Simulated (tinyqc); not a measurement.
Inside a calculation. Model: tunnelling through a gate dielectric with the two-band (Franz) dispersion, WKB transmission and Tsu-Esaki current.

Computed by the program tinyqc: `OMP_NUM_THREADS=1 python tinyqc.py 2540128 2540129 out.jsonl`, one thread of a shared Intel Xeon 2.30GHz, about 0.04 s for the whole run. Printed values are rounded.

Electrons leave the emitter at x = 0. Energies E (motion across the layers) are in eV from the emitter Fermi level; the collector Fermi level lies at -V and offers states at every E. No charge in the dielectric and no image force: F1 = V/t1, U = phi1 - F1 x. With C = hbar^2/(2 m0), kappa = sqrt(m u (1 - u/Egx)/C), u = U - E where U > E and 0 elsewhere; T(E) = exp(-S), S = 2 times the integral of kappa over x.

Parameters, values chosen for the exercise; dielectric values close to those of silicon dioxide:
- T = 77 K (temperature)
- Ef = 0.49 eV (Fermi energy of the emitter above its band bottom)
- me = 1 m0 (emitter mass in the supply function)
- phi1 = 3.08 eV (barrier of layer 1 above the emitter Fermi level at zero bias)
- m1 = 0.51 m0 (tunnelling mass of layer 1)
- t1 = 6.7 nm (thickness of layer 1)
- Egx = 8.8 eV (gap parameter of the two-band dispersion, set freely)
- V = 4.9 V (voltage across the dielectric)
- E = 0 eV (energy of the electron followed)
- nc = 9 (cells in each layer)
- Ea = -0.49 eV (lower end of the energy grid)
- Eb = 0.066 eV (upper end of the energy grid)
- nE = 15 (points of the energy grid)

Constants: q = 1.602176634e-19 C, kB = 1.380649e-23 J/K, hbar = 1.054571817e-34 J s, m0 = 9.1093837015e-31 kg, Vt = kB T/q, hbar^2/(2 m0) = 0.0380998212 eV nm^2. Results are converted to the units shown.

## Fields and band edges

F1 = V/t1, U = phi1 - F1 x.

F1 = 7.313433 MV/cm
U at x = t1 = -1.82 eV

## WKB exponent by the midpoint rule

Cut each layer into nc equal cells, take U and kappa at the cell centres, and sum S = 2 sum kappa h.

x, cell 0 to 8 (nm): [0.372222, 1.116667, 1.861111, 2.605556, 3.350000, 4.094444, 4.838889, 5.583333, 6.327778]
U, cell 0 to 8 (eV): [2.807778, 2.263333, 1.718889, 1.174444, 0.630000, 0.085556, -0.458889, -1.003333, -1.547778]
kappa, cell 0 to 8 (1/nm): [5.058918, 4.743891, 4.302857, 3.690917, 2.798102, 1.064943, 0.000000, 0.000000, 0.000000]
S = 32.24878
T(E) = 9.874916e-15

## WKB exponent in closed form

Each layer adds (2/F) sqrt(m/C) [G(u at its left edge) - G(u at its right edge)] to S, with u = U - E (0 where negative) and G(u) = Egx^1.5 (th - sin(4 th)/4)/4, th = arcsin sqrt(u/Egx). The slope follows from 1/d = -dS/dE.

S = 31.99321
T(E) = 1.275044e-14
energy d over which T(E) grows by a factor e = 0.070638 eV

The midpoint rule gives S = 32.249, so its T(E) is 23 % below this value. The band edge of layer 1 drops below E inside the layer: the barrier there is triangular (the Fowler-Nordheim case).

## Current density on a coarse energy grid

J = J0 times the integral of T(E) N(E) dE, N = ln[(1 + exp(-E/Vt))/(1 + exp((-E - V)/Vt))], J0 = q^2 me m0 kB T/(2 pi^2 hbar^3) (times 1e-4 for A/cm^2 per eV), by Simpson's rule on nE equally spaced points from Ea to Eb.

E, point 0 to 14 (eV): [-0.4900000, -0.4502857, -0.4105714, -0.3708571, -0.3311429, -0.2914286, -0.2517143, -0.2120000, -0.1722857, -0.1325714, -0.0928571, -0.0531429, -0.0134286, 0.0262857, 0.0660000]
T(E), point 0 to 14: [1.109008e-17, 1.977312e-17, 3.521682e-17, 6.265229e-17, 1.113303e-16, 1.975863e-16, 3.502232e-16, 6.199473e-16, 1.095881e-15, 1.934407e-15, 3.409454e-15, 5.999992e-15, 1.054198e-14, 1.849162e-14, 3.238062e-14]
N, point 0 to 14: [73.84693, 67.86167, 61.87641, 55.89115, 49.90589, 43.92063, 37.93536, 31.95010, 25.96484, 19.97958, 13.99432, 8.009388, 2.147915, 0.01885625, 4.788282e-5]
T(E) N, point 0 to 14: [8.189682e-16, 1.341837e-15, 2.179090e-15, 3.501708e-15, 5.556037e-15, 8.678115e-15, 1.328585e-14, 1.980738e-14, 2.845438e-14, 3.864864e-14, 4.771298e-14, 4.805626e-14, 2.264327e-14, 3.486824e-16, 1.550475e-18]
J0 = 1.073805e8 A/(cm^2 eV)
J = 1.026353e-6 A/cm^2

The integrand peaks at E = -0.0531 eV among these points. A converged quadrature from -Ef to above the barrier gives 1.023e-6 A/cm^2; this grid is 0.32 % above that.
